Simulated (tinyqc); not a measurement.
# On-chip interconnect, size-dependent resistivity and RC delay: two metals against line width

A rectangular line between two neighbours and two ground planes. Surface and grain-boundary scattering are added to the bulk resistivity as corrections; capacitances are parallel-plate values without fringing; inductance is ignored.

Metal width x = wd - 2 tl, height y = AR wd - tl; grain boundaries (Mayadas-Shatzkes): al = (lam/(gr x)) Rg/(1 - Rg), g = 1/[1 - 3 al/2 + 3 al^2 - 3 al^3 ln(1 + 1/al)] - 1; surfaces (Fuchs-Sondheimer, thick limit): s = (3/8) lam (1 - ps)(1/x + 1/y); rho = rho0 (1 + g + s); r = rho/(x y). The second metal has rho2, lam2 and tl2 in place of rho0, lam and tl; ps, Rg, gr and AR are shared.

Values chosen for this exercise; metal values close to those of copper: bulk resistivity rho0 = 1.65 uohm cm; bulk mean free path lam = 38.9 nm; specular share of surface scattering ps = 0; reflection coefficient of grain boundaries Rg = 0.3; grain size over the metal width gr = 2; aspect ratio, height over width AR = 1.4; liner on both walls and the bottom, not conducting tl = 1.5 nm; space to the neighbouring lines sp = 120 nm; dielectric height to the planes above and below hd = 240 nm; relative permittivity of the dielectric ek = 3.9; Miller factor of the neighbours Mf = 1; bulk resistivity of the second metal (close to cobalt) rho2 = 6.26 uohm cm; mean free path of the second metal lam2 = 11.9 nm; liner of the second metal tl2 = 0 nm.

Constants: eps0 = 8.8541878128e-12 F/m. Results are converted to the units shown.

Two metals against line width:
```
wd (nm),"rho, first (uohm cm)","rho, second (uohm cm)","r, first (ohm/um)","r, second (ohm/um)",ratio second/first
5,27.33,20.31,2.484e4,5803,0.2336
6.5,17.02,17.09,6400,2889,0.4515
8,12.70,15.08,2618,1683,0.6427
10,9.711,13.33,1110,951.8,0.8576
13,7.401,11.71,443.2,494.8,1.116
17,5.819,10.43,186.4,257.9,1.384
22,4.756,9.491,85.43,140.1,1.639
30,3.859,8.634,35.29,68.52,1.942
45,3.084,7.846,11.94,27.68,2.318
70,2.556,7.282,3.954,10.61,2.684
120,2.173,6.857,1.115,3.401,3.050
```

The resistivity of the first metal falls from 27.3 to 2.17 uohm cm and that of the second goes from 20.3 to 6.86 uohm cm as the line widens. The products rho0 lam, which set the size effect, are 64.2 and 74.5 uohm cm nm. The two resistances cross at wd = 11.6 nm: below it the second metal gives the lower line resistance. For widths well under the mean free path the thick-limit surface term is only a guide.

Numbers from tinyqc (`OMP_NUM_THREADS=1 python tinyqc.py 2100048 2100049 out.jsonl`; about 0.01 s on one thread of a shared Intel Xeon 2.30GHz).
